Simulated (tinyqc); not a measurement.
Inside a calculation. Method: sp3 tight binding, zinc-blende lattice. One step of it, computed by the program tinyqc.

Question. Levels at G. Diagonalise the Hermitian matrix.

H(k) at G (eV):
```
             a s       a px       a py       a pz         c s       c px       c py       c pz
a s   -15.250000   0.000000   0.000000   0.000000   -7.360782   0.000000   0.000000   0.000000
a px    0.000000  -7.930000   0.000000   0.000000    0.000000   2.367200   0.000000   0.000000
a py    0.000000   0.000000  -7.930000   0.000000    0.000000   0.000000   2.367200   0.000000
a pz    0.000000   0.000000   0.000000  -7.930000    0.000000   0.000000   0.000000   2.367200
c s    -7.360782   0.000000   0.000000   0.000000  -15.250000   0.000000   0.000000   0.000000
c px    0.000000   2.367200   0.000000   0.000000    0.000000  -7.930000   0.000000   0.000000
c py    0.000000   0.000000   2.367200   0.000000    0.000000   0.000000  -7.930000   0.000000
c pz    0.000000   0.000000   0.000000   2.367200    0.000000   0.000000   0.000000  -7.930000
```

Give: eigenvalues.

Answer.

eigenvalues (eV): -22.6108  -10.2972  -10.2972  -10.2972  -7.8892  -5.5628  -5.5628  -5.5628
